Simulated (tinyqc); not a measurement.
Against voltage: leakage through a gate insulator: direct, Fowler-Nordheim, trap-assisted and Poole-Frenkel currents. Computed by tinyqc, a small Python program. Command: `OMP_NUM_THREADS=1 python tinyqc.py 3029426 3029427 out.jsonl oxideleak walk`. One thread of a shared host (Intel(R) Xeon(R) Processor @ 2.30GHz), about 0.01 s of CPU time with the checks.

Electrons enter from the cathode Fermi level at x = 0; the conduction band of the insulator lies phi_b - e F x above it, F = V/t. WKB exponents use a parabolic band with mass m.

Inputs (values chosen for the exercise, with an insulator like SiO2):
```
quantity                     value   unit
thickness t                    5.7     nm
barrier phi_b                 2.97     eV
tunnelling mass m             0.45    m_0
static constant eps_ox        3.94      -
trap depth phi_t               1.9     eV
trap density N_t           4.7e+17  cm^-3
attempt rate nu_0            1e+13    1/s
activation of capture E_a     0.29     eV
temperature T                  350      K
```

Constants: e = 1.602176634e-19 C; hbar = 1.054571817e-34 J s; hbar^2/(2 m_0) = 3.80998212 eV angstrom^2; k_B = 8.617333262e-05 eV/K.

Method:
- For a level a distance phi(x) below the band, the WKB exponent is 2 int kappa dx with kappa = sqrt(m phi/(hbar^2/2m_0)); for a linear barrier from phi_1 down to phi_2 = max(phi_1 - e F d, 0) it is G = (4/3) sqrt(m/(hbar^2/2m_0)) (phi_1^(3/2) - phi_2^(3/2))/(e F).
- J_tun = e^3 F^2/(16 pi^2 hbar m phi_b) x exp(-G) / [1 - sqrt(phi_2/phi_b)]^2 with the free-electron mass in the cathode (m in m_0), phi_2 = max(phi_b - e V, 0): direct tunnelling for e V < phi_b, Fowler-Nordheim above. Image forces, back-flow and the limit on supply are left out, so J_tun is overstated below about 0.5 V.
- A trap at depth x lies phi_t below the band. Capture: tunnel at the cathode Fermi level from 0 to x (G_in from phi_1 = phi_b), rate nu_0 exp(-G_in - E_c/k_B T) with E_c = E_a + max(phi_b - phi_t - e F x, 0), the last term being the height of the trap above the cathode Fermi level. Emission: tunnel from the trap level to the anode (G_out from phi_1 = phi_t over t - x), rate nu_0 exp(-G_out - E_a/k_B T). Re-emission to the cathode follows from detailed balance, rate_back = rate_in exp(dE/k_B T) with dE = phi_b - phi_t - e F x. Each trap passes R = rate_in rate_out/(rate_in + rate_back + rate_out) electrons per second; filling from the anode is left out.
- J_TAT = e N_t int_0^t R dx by the midpoint rule on 400 intervals; the most effective depth is the midpoint with the largest R, rounded to 0.01 nm.

Currents:
```
V (V)  F (MV/cm)  J_tun (A/cm^2)  J_TAT (A/cm^2)  best depth (nm)
0.68       1.193      2.9418e-20      2.0734e-24             2.52
1.38       2.421      2.4001e-18      3.4155e-19             2.54
2.08       3.649      3.4704e-16      4.8043e-14             2.93
2.78       4.877      1.3951e-13      2.7057e-11             2.24
3.48       6.105      8.9011e-10      2.1832e-09             1.80
4.18       7.333      7.9909e-07      5.3363e-08             1.50
4.87       8.544      1.0076e-04      5.0556e-07             1.30
5.57       9.772      4.1515e-03      2.7991e-06             1.13
6.27      11.000      7.6695e-02      1.0583e-05             1.02
```

What does the comparison show, and why?

The larger current changes between 1.38 and 2.08 V (to J_TAT) and between 3.48 and 4.18 V (to J_tun). Over the range J_tun grows by 18.4 decades and J_TAT by 18.7. The highest rows may lie beyond breakdown.

Extremes, crossings and ranges named in words are read from the listed rows.
